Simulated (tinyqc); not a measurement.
Comparisons within one model: optical transitions of a finite quantum well. A value that a table varies takes the place of the one given here.

Each carrier sees a square well of width L with its own depth V and masses m (inside), mb (outside); c = hbar^2/2m0, k = sqrt(m E/c), kappa = sqrt(mb (V - E)/c), and level n solves k L + 2 atan[(k/m)/(kappa/mb)] = n pi. The envelope is cos(kz) for odd n and sin(kz) for even n inside, joins exp(-kappa (|z| - L/2)) outside, and is normalised to 1. Excitons and band mixing are left out.

Constants: hbar^2/2m0 = 3.80998211 eV angstrom^2; e^2/(4 pi eps0) = 14.39964547 eV angstrom; hc = 1239.841984 eV nm.

Parameters, chosen for this exercise (near those of an InGaAs well in InP; not measured data):
- L = 120 angstrom (well width)
- Vc = 0.237 eV (conduction offset)
- me = 0.0406 m0 (electron, well)
- meb = 0.0815 m0 (electron, barrier)
- eps = 12.1 (background dielectric constant)
- Nss = (0.11, 0.28, 0.55, 1.1, 1.7, 2.2, 3.3) x 1e12/cm^2 (sheet densities)
- Eg = 0.795 eV (gap of the well)
- Vv = 0.345 eV (valence offset)
- mh = 0.378 m0 (heavy hole along z, well)
- mhb = 0.526 m0 (heavy hole, barrier)
- ml = 0.052 m0 (light hole along z, well)
- mlb = 0.1166 m0 (light hole, barrier)
- Ls = (32, 55, 66, 82, 112, 146, 185) angstrom (widths)

## Depolarisation shift

The collective line lies at E12 sqrt(1 + a), a = 8 pi q (n1 - n2) S/(eps E12), q = e^2/(4 pi eps0), S = integral over z of (integral up to z of psi_1 psi_2)^2. Zero temperature with the mass me in both subbands: n1 - n2 = Ns until Ns reaches D E12, D = me/(2 pi c), and D E12 beyond. 1e12/cm^2 = 1e-4/angstrom^2; exchange and the static band bending by the charge are left out.

Line position:

| Ns (1e12/cm^2) | n1 - n2 | a | line (meV) | shift (meV) |
|---|---|---|---|---|
| 0.11 | 0.110 | 0.0344 | 94.09 | 1.58 |
| 0.28 | 0.280 | 0.0875 | 96.47 | 3.96 |
| 0.55 | 0.550 | 0.1718 | 100.14 | 7.63 |
| 1.1 | 1.100 | 0.3436 | 107.23 | 14.72 |
| 1.7 | 1.569 | 0.4901 | 112.93 | 20.42 |
| 2.2 | 1.569 | 0.4901 | 112.93 | 20.42 |
| 3.3 | 1.569 | 0.4901 | 112.93 | 20.42 |

S = 9.662 angstrom
E12 = 92.51 meV

The upward shift grows from 1.58 to 20.42 meV, 22.1 % of E12 at most. It stops moving once e2 starts to fill, at Ns = 1.57 e12/cm^2. For small a the shift is a E12/2, linear in Ns; in the last row that rule gives 22.67 meV. S/L = 0.0805, against 5/(9 pi^2) = 0.0563 for hard walls.

## Width of the well

Edge wavelength hc/(Eg + e1 + hh1), squared e1-hh1 overlap, lh1 - hh1, and the 1-2 intersubband energy with f_12 = (m1/c) E12 z_12^2, 1/m1 = <1|1/m|1> (dash: e2 unbound).

Results:

| L (angstrom) | edge (nm) | overlap^2 | lh1 - hh1 (meV) | E12 (meV) | f_12 |
|---|---|---|---|---|---|
| 32 | 1277.8 | 0.7798 | 86.9 | - | - |
| 55 | 1386.4 | 0.8699 | 55.6 | - | - |
| 66 | 1417.2 | 0.8925 | 45.9 | 170.3 | 0.532 |
| 82 | 1449.1 | 0.9152 | 35.7 | 147.5 | 0.943 |
| 112 | 1485.7 | 0.9412 | 23.8 | 101.6 | 0.973 |
| 146 | 1508.8 | 0.9581 | 16.3 | 69.8 | 0.968 |
| 185 | 1524.0 | 0.9698 | 11.3 | 48.6 | 0.964 |

The edge tunes from 1278 to 1524 nm, towards hc/Eg = 1560 nm, while the overlap goes from 0.780 to 0.970. e2 binds at L = pi sqrt(c/(me Vc)) = 62.5 angstrom; f_12 starts from zero there and is 0.532 at 66 angstrom, the rest going to the continuum; among the widths listed it peaks at 0.973 (112 angstrom) and is 0.964 in the widest well, against 0.961 for hard walls.

## What each parameter does

Edge wavelength hc/(Eg + e1 + hh1), squared overlap of e1 and hh1, and the confinement energies. Each row changes one parameter from the base and keeps the others.

Results:

| case | edge (nm) | overlap^2 | e1 (meV) | hh1 (meV) |
|---|---|---|---|---|
| base | 1492.4 | 0.9461 | 30.1 | 5.6 |
| L = 108 angstrom | 1482.0 | 0.9386 | 34.8 | 6.8 |
| Eg = 0.811 eV | 1464.2 | 0.9461 | 30.1 | 5.6 |
| Vc = 0.201 eV | 1495.2 | 0.9365 | 28.6 | 5.6 |
| Vv = 0.414 eV | 1492.2 | 0.9424 | 30.1 | 5.7 |
| me = 0.0447 m0 | 1494.6 | 0.9525 | 28.9 | 5.6 |
| mh = 0.321 m0 | 1491.0 | 0.9516 | 30.1 | 6.4 |
| meb = 0.0978 m0 | 1495.0 | 0.9435 | 28.7 | 5.6 |

The largest shifts from the base row, up to three for each result and ties (the steps differ in size, so this ranks the rows, not the parameters). edge (nm): Eg -28.2, L -10.4, Vc +2.8. overlap^2: Vc -0.0096, L -0.0075, me +0.0064; unchanged at the printed digits by Eg. e1 (meV): L +4.6, Vc -1.5, meb -1.5; unchanged at the printed digits by Eg, Vv and mh. hh1 (meV): L +1.2, mh +0.8, Vv +0.1; unchanged at the printed digits by Eg, Vc, me and meb.

(tinyqc, `OMP_NUM_THREADS=1 python tinyqc.py 1250629 1250630 out.jsonl`, Intel(R) Xeon(R) Processor @ 2.30GHz, 1 thread, shared host, about 0.04 s.)
